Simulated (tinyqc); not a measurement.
# Trap density and scattering coefficient from 1/f noise

Question. f S = K0 (1 + ac mu Cox I/gm)^2 with K0 = q^2 Vt lt Nt/(W L Cox^2), Vt in eV and Nt per eV. Find K0, Nt and ac.

Parameters, values chosen for the exercise:
- T = 293 K (temperature)
- L = 28 nm (gate length)
- W = 10 um (total gate width)
- Cox = 1.9 uF/cm^2 (gate capacitance)
- mu = 270 cm^2/(V s) (mobility)
- lt = 0.1 nm (tunnelling length into the oxide)

Constants: q = 1.602176634e-19 C, kB = 1.380649e-23 J/K, Vt = kB T/q. Results are converted to the units shown.

I/gm at two biases (V): 0.0407680916  0.674961619
f S at these biases (V^2): 5.93834849e-11  2.18546901e-10

Answer. sqrt(f S) is linear in I/gm: the intercept is sqrt(K0), and slope over intercept is ac mu Cox.

K0 = 5.26e-11 V^2
Nt = 8.20e16 cm^-3 eV^-1
ac = 3.00e3 V s/C

tinyqc, about 0.01 s, one thread, Intel Xeon 2.30GHz (shared host): `OMP_NUM_THREADS=1 python tinyqc.py 2150042 2150043 out.jsonl`
